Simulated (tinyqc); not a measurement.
Spin coating of a resist or spin-on film: centrifugal thinning, evaporation and the final thickness (Emslie and Meyerhofer models): one step, computed by the program tinyqc.

A Newtonian film stays uniform over the wafer; solvent and solids have the same density and the concentration is uniform through the thickness.

Problem. The two-stage estimate. Meyerhofer estimate: flow rules until (1 - c0) K h^3 = e, then evaporation alone: h_w = (e/((1 - c0) K))^(1/3), dry film c0 h_w.

Inputs (values chosen for the exercise, of the order of those of a polymer resist in an ester solvent): solids volume fraction c0 = 0.22.

evaporation rate e = 0.136 micrometre/s

flow constant K = 0.01032881 1/(micrometre^2 s)

Give: wet thickness h_w; dry film, estimate; drying time (1 - c0) h_w/e.

Solution.

wet thickness h_w = 2.565 micrometre

dry film, estimate = 564.4 nm

drying time (1 - c0) h_w/e = 14.71 s
